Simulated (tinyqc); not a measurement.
## Electron density from the filling shift

Problem. At zero temperature the Burstein-Moss shift of one parabolic valley is (C/me + C/mh) kF^2 with kF = (3 pi^2 n)^(1/3), C = hbar^2/(2 m0). Find kF and n.

Parameters, values chosen for the exercise: electron mass me = 0.0417 m0; hole mass mh = 0.449 m0.

Constants: q = 1.602176634e-19 C, hbar = 1.054571817e-34 J s, m0 = 9.1093837015e-31 kg, hbar^2/(2 m0) = 0.0380998212 eV nm^2. Results are converted to the units shown.

filling shift = 275.69866 meV

Solution. The shift gives kF^2, and n = kF^3/(3 pi^2).

kF = 0.5255 1/nm
n = 4.900e18 cm^-3

Computed by the program tinyqc: `OMP_NUM_THREADS=1 python tinyqc.py 2330042 2330043 out.jsonl`, one thread of a shared Intel Xeon 2.30GHz, about 0.01 s for the whole run.
